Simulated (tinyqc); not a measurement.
Inside a calculation. Method: FCI on RHF in the 3-21g basis, for H2, spin multiplicity 1. One step of it, computed by the program tinyqc.

Task: Iteration 8 (converged): orbitals. Diagonalise F' = X^T F X, C = X C', fill 1 alpha and 1 beta electrons from the bottom; D = 2 C_occ C_occ^T. Each column has its largest component positive (the first on a tie).

converged F (hartree):
```
,1H 1s,1H 2s,2H 1s,2H 2s
1H 1s,0.198820,-0.434535,-0.424381,-0.430687
1H 2s,-0.434535,-0.324998,-0.430687,-0.383120
2H 1s,-0.424381,-0.430687,0.198820,-0.434535
2H 2s,-0.430687,-0.383120,-0.434535,-0.324998
```

X:
```
,1,2,3,4
1H 1s,-0.677629,0.865068,0.700944,0.272672
1H 2s,1.661982,-0.677830,0.285791,0.347993
2H 1s,0.677629,0.865068,-0.700944,0.272672
2H 2s,-1.661982,-0.677830,-0.285791,0.347993
```

Give: F' = X^T F X; orbital energies; coefficients C; D after iteration 8.

Result:

F' = X^T F X (hartree):
```
,1,2,3,4
1,0.9107,0.0000,-0.5443,0.0000
2,0.0000,1.0411,0.0000,0.0266
3,-0.5443,0.0000,0.6188,0.0000
4,0.0000,0.0266,0.0000,-0.5334
```

orbital energies (hartree): MO1 -0.5339, MO2 0.2013, MO3 1.0415, MO4 1.3283

coefficients C:
```
,MO1,MO2,MO3,MO4
1H 1s,0.2581,0.1437,0.8695,-0.9643
1H 2s,0.3594,1.2384,-0.6719,1.1447
2H 1s,0.2581,-0.1437,0.8695,0.9643
2H 2s,0.3594,-1.2384,-0.6719,-1.1447
```

D after iteration 8:
```
,1H 1s,1H 2s,2H 1s,2H 2s
1H 1s,0.1332,0.1855,0.1332,0.1855
1H 2s,0.1855,0.2583,0.1855,0.2583
2H 1s,0.1332,0.1855,0.1332,0.1855
2H 2s,0.1855,0.2583,0.1855,0.2583
```
